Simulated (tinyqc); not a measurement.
One band or two: type-II superlattice in the two-band Kane model.

Motion along the axis, period d = a + b, c = hbar^2/2m0. Conduction and light-hole bands couple: (E - Ec)(E - Ev) = Ep c k^2 in each layer, with mass m(E) = (E - Ev)/Ep, which may be negative. The conduction envelope psi and psi'/m(E) are continuous; a layer carries them by [[cos kt, (m/k) sin kt], [-(k/m) sin kt, cos kt]] (cosh and sinh for k^2 < 0), and cos(q d) = tr(M_B M_A)/2. C1 is the first miniband above EvB, with its bottom at tr/2 = +1 and its top at -1; the gap is the bottom of C1 less the top heavy-hole level HH1.

Heavy holes are uncoupled: with e = EvB - E, p = sqrt(mhB e/c), w = sqrt(mhA (EvB - EvA - e)/c), the top level HH1 at q = 0 solves (p/mhB) tan(p b/2) = (w/mhA) tanh(w a/2).

Constants: hbar^2/2m0 = 3.80998211 eV angstrom^2.

Parameters, chosen for this exercise (near those of an InAs/GaSb superlattice; not measured data): a = 47 angstrom (layer A); b = 38 angstrom (layer B); EcA = 0 eV (conduction edge of A); EvA = -0.41 eV (valence edge of A); EcB = 0.957 eV (conduction edge of B); EvB = 0.133 eV (valence edge of B); EpA = 14.1 eV (coupling energy in A); EpB = 18.3 eV (coupling energy in B); mhA = 0.36 m0 (heavy hole in A); mhB = 0.27 m0 (heavy hole in B).

Bottom of C1. One band: (k/mA) tan(k a/2) = (kappa/mB) tanh(kappa b/2) with the edge masses (Ec - Ev)/Ep and barrier EcB - EcA. Second row: mA replaced by m(E). The last column is measured against two bands.

Results:
```
model                  C1 (eV)  gap (meV)  error (meV)
one band, edge masses   0.2156      138.6        -14.2
m(E) in A only          0.1885      111.6        -41.2
two bands               0.2297      152.8          0.0
```

mA = 0.0291 m0
mB = 0.0450 m0

With edge masses C1 errs by -14 meV, 9 % of the gap. The heavier m(E) in A changes it by -27 meV; the treatment of B changes it by +41 meV, since C1 lies 97 meV above the valence edge of B, where its mass is 0.0053 instead of 0.0450.

(tinyqc, `OMP_NUM_THREADS=1 python tinyqc.py 1250549 1250550 out.jsonl`, Intel(R) Xeon(R) Processor @ 2.30GHz, 1 thread, shared host, about 0.06 s.)
